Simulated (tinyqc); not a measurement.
Worked calculation: Landau-Devonshire theory of a uniaxial ferroelectric. Computed by tinyqc, a small Python program that keeps every step. Command: `OMP_NUM_THREADS=1 python tinyqc.py 3031754 3031755 out.jsonl ferro walk`. One thread of a shared host (Intel(R) Xeon(R) Processor @ 2.30GHz), about 0.01 s of CPU time with the checks. Intermediate numbers are printed to about 6 digits and carried at full precision; extremes and crossings named in words are read from the listed rows.

G(P) = (alpha/2) P^2 + (beta*/4) P^4 + (gamma/6) P^6 - E P per volume, SI units, one domain, P along the polar axis.

Inputs (values chosen for the exercise, modelled on lead titanate):
```
quantity                           value             unit
alpha_0                           750000      J m/(C^2 K)
Curie-Weiss temperature T0           752                K
beta                           -2.95e+08        J m^5/C^4
gamma                           1.52e+09        J m^9/C^6
temperature T                        468                K
applied field E                      8.9             MV/m
film thickness d                      52               nm
screening length lambda            0.018               nm
background permittivity eps_b          7                -
gradient coefficient g           3.9e-10        J m^3/C^2
series capacitance C_d               1.4  microfarad/cm^2
start of Newton steps P0/Ps            2                -
```

Sample: free crystal.

Constants: eps_0 = 8.8541878128e-12 F/m.

## Coefficients at T

alpha = alpha_0 (T - T0*), T0* = T0, beta* = beta.

T0* = 752 K

alpha = -2.13e+08 J m/C^2

beta* = -2.95e+08 J m^5/C^4

beta* < 0: the transition is of first order.

## Spontaneous polarisation, susceptibility, coercive field

Ps^2 = [-beta* + sqrt(beta*^2 - 4 alpha gamma)]/(2 gamma). chi = 1/(eps_0 G''), G'' = alpha + 3 beta* P^2 + 5 gamma P^4 at Ps. Ps, chi and the coercive field are for perfect screening, without a depolarising field. The intrinsic coercive field is |alpha P + beta* P^3 + gamma P^5| at the P_c where G'' = 0. 1 C/m^2 = 100 microcoulomb/cm^2.

spontaneous polarisation Ps = 69.5524 microcoulomb/cm^2

susceptibility chi = 99.2961

well depth G(Ps) = -40.0995 MJ/m^3

P_c = 48.5253 microcoulomb/cm^2

intrinsic coercive field = 96.1700 MV/m

P_c/Ps = 0.698, above the 0.577 of a quartic well, as the sixth-order term matters. Real switching runs by domain nucleation at far lower fields.

## Temperatures of the first-order transition

T_C = T0* + 3 beta*^2/(16 alpha_0 gamma); the polar phase survives up to T1 = T0* + beta*^2/(4 alpha_0 gamma); at T_C Ps^2 = -3 beta*/(4 gamma); latent heat = (1/2) alpha_0 T_C Ps^2.

transition temperature T_C = 766.313 K

superheating limit T1 = 771.084 K

jump of Ps = 38.1522 microcoulomb/cm^2

latent heat = 41.8290 MJ/m^3

Thermal hysteresis can span at most T1 - T0* = 19.1 K.

## Polarisation in the field by Newton steps

Solve G'(P) = alpha P + beta* P^3 + gamma P^5 - E = 0 by P(new) = P - G'/G'' from P0; stop when the step is below 1e-11 C/m^2 (G' under 1e-6 MV/m is shown as 0).

Newton steps:
```
step  P (microcoulomb/cm^2)    G' (MV/m)  G'' (MJ m/C^2)
1                   139.105  6.81766e+03         26531.1
2                   113.408  2.17069e+03         11220.3
3                    94.062  6.64457e+02          4953.3
4                    80.648  1.83146e+02          2426.4
5                    73.100  3.74291e+01          1484.2
6                    70.578  3.24136e+00          1231.9
7                    70.315  3.25386e-02          1207.2
8                    70.312  3.38664e-06          1207.0
9                    70.312            0          1207.0
```

P at the end of the steps = 70.3118 microcoulomb/cm^2

1/(eps_0 G'') there = 93.5738

The linear estimate Ps + eps_0 chi E gives 70.335; the field lowers chi by 5.8 %.

## The 180-degree wall

With the term (g/2) (dP/dx)^2, (g/2) P'^2 = G(P) - G(Ps) across the wall: energy = int_(-Ps)^(Ps) sqrt(2 g [G(P) - G(Ps)]) dP (40 Gauss-Legendre points); width = 2 Ps over the slope at P = 0, sqrt(2 |G(Ps)|/g). Elastic coupling inside the wall is left out.

wall energy = 174.981 mJ/m^2

wall width = 3.06754 nm

## A capacitor with imperfect screening

Between shorted electrodes with screening length lambda each, the depolarising field is -k P, k = 2 lambda/(eps_0 (d + 2 lambda eps_b)), so alpha turns into alpha + k. The polar state is the lowest uniform state while alpha + k < 0 (beta* > 0) or < 3 beta*^2/(16 gamma) (beta* < 0); setting the equality gives the critical thickness d_c.

depolarising coefficient k = 7.78128e+07 J m/C^2

polarisation of the film = 64.0825 microcoulomb/cm^2

size of the depolarising field = 49.8644 MV/m

critical thickness d_c = 17.9207 nm

The film keeps 92 % of Ps.

## Thickness series

Domains are left out, though they can pre-empt both the loss of P and the state at P = 0. The second and third columns are for the shorted capacitor, polar only where it is the lowest uniform state: alpha + k < 0 (beta* > 0) or < 3 beta*^2/(16 gamma) (beta* < 0). The last column is another circuit, the film in series with C_d at P = 0: 1/C = (alpha d)/(1 + alpha eps_0 eps_b) + 1/C_d, and P = 0 is locally stable while 1/C > 0; a dash marks the rest.

Against thickness:
```
d (nm)  P (microcoulomb/cm^2)  depolarising field (MV/m)  C of the stack / C_d
1                      0.0000                     0.0000               1.00303
2                      0.0000                     0.0000               1.00608
3                      0.0000                     0.0000               1.00915
5                      0.0000                     0.0000               1.01534
8                      0.0000                     0.0000               1.02477
15                     0.0000                     0.0000               1.04748
30                    58.6752                    78.8596               1.09969
60                    64.9086                    43.8010               1.22147
150                   67.8238                    18.3534               1.82910
```

The polar state appears between 15 and 30 nm (d_c = 17.9 nm), and at 150 nm P is 97.5 % of Ps. The stack exceeds C_d wherever it is stable, up to 1.83 times: the ferroelectric held at P = 0 acts as a negative capacitance.

Checks made by the program: Ps against a numerical root of G'(P)/P (relative difference below 1e-10).
